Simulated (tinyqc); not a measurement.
From results back to parameters: trap in a gate oxide as a short-range spherical well. Three cases, with inputs chosen for the exercise.

Problem. In strong inversion a gate step dV falls across the oxide, so a trap at depth x moves by -e dV x/tox against EF and d ln(tau_c/tau_e)/dV = -x/(tox kB T/e). The slope was computed from a hidden depth.

Constants: kB = 8.617333262e-05 eV/K.

Case 1.

Values chosen (out of a larger set: near those of HfO2 on Si; not measured data): tox = 18 angstrom (oxide thickness); T = 200 K (temperature).

slope = -29.0113 1/V

Case 2.

Values chosen (out of a larger set: near those of SiO2 on Si; not measured data): tox = 28 angstrom (oxide thickness); T = 200 K (temperature).

slope = -31.0835 1/V

Case 3.

Values chosen (out of a larger set: near those of SiO2 on 4H SiC; not measured data): tox = 38 angstrom (oxide thickness); T = 300 K (temperature).

slope = -11.1973 1/V

Find: x/tox; x.

Solution. x/tox = -slope kB T/e.

Case 1.

x/tox = 0.500
x = 9.0 angstrom

Case 2.

x/tox = 0.536
x = 15.0 angstrom

Case 3.

x/tox = 0.289
x = 11.0 angstrom

Computed by tinyqc, one run a case: `OMP_NUM_THREADS=1 python tinyqc.py N N+1 out.jsonl` with N = 1282470, 1282484, 1282545; one thread of a shared Intel(R) Xeon(R) Processor @ 2.30GHz, about 0.01 s a run at most.
